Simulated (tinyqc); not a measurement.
Worked calculation: electron-beam lithography: double-Gaussian proximity function, edge placement and dose correction for parallel lines. Computed by tinyqc, a small Python program that keeps every step. Command: `OMP_NUM_THREADS=1 python tinyqc.py 3110392 3110393 out.jsonl proximity walk`. One thread of a shared host (Intel(R) Xeon(R) Processor @ 2.30GHz), about 0.01 s of CPU time with the checks. Intermediate numbers are printed to about 6 digits and carried at full precision; extremes and crossings named in words are read from the listed rows.

Lines are infinitely long. Absorbed energy is counted so that the middle of a very large area written at dose 1 receives 1; the resist develops where it exceeds 1/2.

Inputs (values chosen for the exercise, of the order of those for 100 keV electrons in resist on silicon):

| quantity | value | unit |
|---|---|---|
| forward range alpha | 0.016 | micrometre |
| backscatter range beta | 30 | micrometre |
| backscatter ratio eta | 0.95 | - |
| base dose D0 | 260 | microcoulomb/cm^2 |
| beam current | 29 | nA |
| pixel size | 2 | nm |
| width of the test line | 0.15 | micrometre |
| pattern density around the test line | 0.68 | - |

line widths (micrometre): 0.035  15  0.06  0.1  8.4

gaps between the lines (micrometre): 0.13  8  0.09  0.06

Constants: e = 1.602176634e-19 C.

## Layout

The first line starts at x = 0; each next one starts after the width and the gap.

Lines (micrometre):

| line | left edge | right edge | centre |
|---|---|---|---|
| 1 | 0.000 | 3.50000e-02 | 1.75000e-02 |
| 2 | 0.165 | 1.51650e+01 | 7.66500e+00 |
| 3 | 23.165 | 2.32250e+01 | 2.31950e+01 |
| 4 | 23.315 | 2.34150e+01 | 2.33650e+01 |
| 5 | 23.475 | 3.18750e+01 | 2.76750e+01 |

## Interaction matrix

f(r) = [exp(-r^2/alpha^2)/alpha^2 + eta exp(-r^2/beta^2)/beta^2]/(pi (1 + eta)). A line from a to b at dose d gives E(x) = d [S(alpha) + eta S(beta)]/(1 + eta), S(s) = [erf((b - x)/s) - erf((a - x)/s)]/2. M_ij is the mean of E at the two edges of line i from line j at dose 1.

M:
```
          1         2         3         4         5
1  0.256224  0.126487  0.000303  0.000500  0.033045
2  0.000285  0.383199  0.000408  0.000677  0.048872
3  0.000177  0.104109  0.256960  0.000916  0.074797
4  0.000175  0.103521  0.000550  0.257326  0.074919
5  0.000139  0.087609  0.000528  0.000881  0.331407
```

## Dose correction

Uncorrected edge energies are M 1. Solve M d = 1/2 for the doses d that put the mean edge energy of every line at the threshold.

edge energies at dose 1: 1 0.416559, 2 0.433441, 3 0.436958, 4 0.436492, 5 0.420563

corrected doses: 1 1.22657, 2 1.14765, 3 1.12668, 4 1.12874, 5 1.20002

largest over smallest dose = 1.08866

Line 1 needs the most and line 3 the least; a narrow isolated line much wider than alpha would need 1 + eta = 1.95.

## Printed widths

Edges are the roots of E(x) = 1/2 between a line centre and the middle of the next gap. Three cases: dose 1 everywhere; one common dose equal to the mean of d; the corrected doses.

Width error, printed less drawn (nm):

| line | drawn width (nm) | dose 1 | mean dose | corrected |
|---|---|---|---|---|
| 1 | 35 | -9.67748 | -1.37191 | 2.00e-06 |
| 2 | 15000 | -7.52021 | 0.51038 | 2.03e-04 |
| 3 | 60 | -7.08665 | 0.89798 | 1.00e-06 |
| 4 | 100 | -7.14084 | 0.84636 | 2.00e-06 |
| 5 | 8400 | -9.04906 | -0.91811 | 3.18e-04 |

With the common mean dose the errors span 2.3 nm. With corrected doses the largest error is below 0.01 nm.

## Dose to size and latitude

A test line of width w << beta in surroundings of density rho, all at dose d: near its edge E(x) = d [S + eta rho]/(1 + eta), S = [erf((b - x)/alpha) - erf((a - x)/alpha)]/2 for edges a and b, the second term being the background energy. Dose to size d_s = (1 + eta)/(erf(w/alpha) + 2 eta rho), dose = d_s D0; edge slope d [1 - exp(-w^2/alpha^2)]/(sqrt(pi) alpha (1 + eta)); width change per 1 % of dose = 2 x 0.01 x (1/2)/slope.

dose to size d_s = 0.850785

dose = 221.204 microcoulomb/cm^2

edge slope = 0.0153848 1/nm

width change per 1 % of dose = 0.649994 nm

background energy = 0.281850

The background supplies 56 % of the threshold.

## Shot noise and writing time

With dose = d_s D0: electrons per pixel N = dose x pixel area/e; relative noise 1/sqrt(N); time per cm^2 of pattern area = dose x density/current; pixel rate = current/(dose x pixel area).

electrons per pixel = 55.2259

shot noise = 13.4564 %

writing time per cm^2 = 1.44079 h

pixel rate = 3277.51 MHz

Checks made by the program: corrected edge energies (relative difference below 1e-10).
